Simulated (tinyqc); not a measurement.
## Bulk resistivity and mean free path from two films

Problem. In the thick-film limit single-crystal films obey rho = rho0 (1 + 3 (1 - ps) lam/(8 d)). Find rho0, lam and the product rho0 lam.

Inputs (values chosen for the exercise):
- ps = 0.3 (specular share of surface scattering)

rho at d = 60 and 270 nm (uohm cm): 2.0010206  1.7746712

Solution. rho is a straight line in 1/d: the intercept is rho0 and the slope (3/8)(1 - ps) rho0 lam. Without ps only the product (1 - ps) lam could be found.

rho0 = 1.710 uohm cm
lam = 38.90 nm
rho0 lam = 66.52 uohm cm nm

Numbers from tinyqc (`OMP_NUM_THREADS=1 python tinyqc.py 2100099 2100100 out.jsonl`; about 0.01 s on one thread of a shared Intel Xeon 2.30GHz).
